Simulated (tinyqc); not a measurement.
From results back to parameters: Fermi-Dirac statistics of conduction electrons. Five cases, with inputs chosen for the exercise.

Problem. At zero temperature k_F = (3 pi^2 n)^(1/3) and E_F (1 + alpha E_F) = c k_F^2/m, c = hbar^2/2m0, m the density-of-states mass. The Fermi energies at two densities were computed from hidden m and alpha.

Constants: hbar^2/2m0 = 3.80998211 eV angstrom^2.

Find: k_F at nA and nB; m; alpha.

Method. c k^2 (1/m) - E^2 alpha = E is linear in 1/m and alpha; two densities give two equations.

Case 1.

Values chosen (out of a larger set: near those of InAs, lowest valleys alone; not measured data): nA = 9e+17 1/cm^3; nB = 3e+18 1/cm^3.

E_F at nA = 0.103142 eV
E_F at nB = 0.194716 eV

Solution.

k_F at nA and nB (1/angstrom): 0.02987  0.04462

m = 0.0262 m0
alpha = 2.50 1/eV

Case 2.

Values chosen (out of a larger set: near those of InAs, lowest valleys alone; not measured data): nA = 2e+17 1/cm^3; nB = 7e+17 1/cm^3.

E_F at nA = 0.043546 eV
E_F at nB = 0.091192 eV

Solution.

k_F at nA and nB (1/angstrom): 0.01809  0.02747

m = 0.0260 m0
alpha = 2.33 1/eV

Case 3.

Values chosen (out of a larger set: near those of InAs, lowest valleys alone; not measured data): nA = 2e+17 1/cm^3; nB = 7e+17 1/cm^3.

E_F at nA = 0.043855 eV
E_F at nB = 0.091793 eV

Solution.

k_F at nA and nB (1/angstrom): 0.01809  0.02747

m = 0.0258 m0
alpha = 2.33 1/eV

Case 4.

Values chosen (out of a larger set: near those of GaN, lowest valleys alone; not measured data): nA = 2e+19 1/cm^3; nB = 6e+19 1/cm^3.

E_F at nA = 0.129340 eV
E_F at nB = 0.262864 eV

Solution.

k_F at nA and nB (1/angstrom): 0.08398  0.12111

m = 0.203 m0
alpha = 0.18 1/eV

Case 5.

Values chosen (out of a larger set: near those of Si, lowest valleys alone; not measured data): nA = 4e+20 1/cm^3; nB = 1e+21 1/cm^3.

E_F at nA = 0.171304 eV
E_F at nB = 0.296819 eV

Solution.

k_F at nA and nB (1/angstrom): 0.22794  0.30937

m = 1.06 m0
alpha = 0.55 1/eV

Computed by tinyqc, one run a case: `OMP_NUM_THREADS=1 python tinyqc.py N N+1 out.jsonl` with N = 1652263, 1652275, 1652297, 1652330, 1652351; one thread of a shared Intel(R) Xeon(R) Processor @ 2.30GHz, about 0.01 s a run at most.
